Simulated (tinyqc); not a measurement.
FCI on RHF in the 3-21g basis, for H2, spin multiplicity 1, step by step. One step of it, computed by the program tinyqc.

Problem. FCI: roots. Diagonalise (each vector has its largest component positive (the first on a tie)); all determinants have Ms = 0, so triplets appear too. The lowest singlet root is the correlation energy.

Occupation strings over the orbitals (2 doubly, a alpha, b beta, 0 empty; spin orbitals ordered 1a 1b 2a 2b ...): 2000 a0b0 b0a0 0200 0a0b 0020 0b0a 0002

H - E(HF) between determinants (hartree):
```
           2000       a0b0       b0a0       0200       0a0b       0020       0b0a       0002
2000   0.000000   0.000000   0.000000   0.085853  -0.079665   0.116326   0.079665   0.134176
a0b0   0.000000   1.058268  -0.116326  -0.019615  -0.088871  -0.037545   0.023602   0.124646
b0a0   0.000000  -0.116326   1.058268   0.019615   0.023602   0.037545  -0.088871  -0.124646
0200   0.085853  -0.019615   0.019615   1.173210   0.151089   0.036012  -0.151089   0.069876
0a0b  -0.079665  -0.088871   0.023602   0.151089   2.121271  -0.003884  -0.069876   0.037656
0020   0.116326  -0.037545   0.037545   0.036012  -0.003884   2.157188   0.003884   0.135577
0b0a   0.079665   0.023602  -0.088871  -0.151089  -0.069876   0.003884   2.121271  -0.037656
0002   0.134176   0.124646  -0.124646   0.069876   0.037656   0.135577  -0.037656   3.304795
```

Give: lowest roots of this matrix, relative to E(HF); lowest vectors; <S^2> of these roots; weight of the ground state by excitation level 0, 1, 2, ....

Solution.

lowest roots of this matrix, relative to E(HF) (hartree): -0.024  0.938  1.130  1.149  2.055  2.153  2.249  3.345

lowest vectors:
```
      root 1  root 2  root 3  root 4
2000   0.993   0.000   0.063  -0.058
a0b0   0.005   0.706   0.396   0.575
b0a0  -0.005   0.706  -0.396  -0.575
0200  -0.078   0.000   0.817  -0.537
0a0b   0.042   0.041  -0.067   0.138
0020  -0.049   0.000   0.002   0.077
0b0a  -0.042   0.041   0.067  -0.138
0002  -0.038   0.000  -0.073  -0.055
```

<S^2> of these roots: 0.000  2.000  0.000  0.000  2.000  0.000  0.000  0.000

weight of the ground state by excitation level 0, 1, 2, ...: 0.987  0.000  0.013
